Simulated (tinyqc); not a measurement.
## Doping and flat-band voltage from the body effect

Problem. VT = Vfb + 2 phiF + gamma sqrt(2 phiF + Vsb), phiF = Vt ln(Na/ni), gamma = sqrt(2 q eps0 eps_r Na)/Cox, Cox = eps0 eox/tox. Find Na, gamma and Vfb from two thresholds.

Values chosen for this exercise; material values those of a made-up semiconductor:
```
symbol,value,unit,meaning
T,350,K,temperature
eps_r,14.7,,relative permittivity of the semiconductor
eox,8.78,,relative permittivity of the gate insulator
tox,9.9,nm,insulator thickness
```

Constants: q = 1.602176634e-19 C, kB = 1.380649e-23 J/K, Vt = kB T/q, eps0 = 8.8541878128e-14 F/cm where lengths are in cm. Results are converted to the units shown.

VT at Vsb = 0 and 2.2 V (V): 0.14001873  0.31285114
ni = 3.3726579e12 cm^-3

Solution. The difference of the thresholds, gamma [sqrt(2 phiF + Vsb) - sqrt(2 phiF)], holds no Vfb and rises with Na, so it has one root; Vfb then follows from the first threshold.

Na = 5.40e16 cm^-3
gamma = 0.191 V^0.5
Vfb = -0.590 V

Numbers from tinyqc (`OMP_NUM_THREADS=1 python tinyqc.py 2360064 2360065 out.jsonl`; about 0.04 s on one thread of a shared Intel Xeon 2.30GHz).
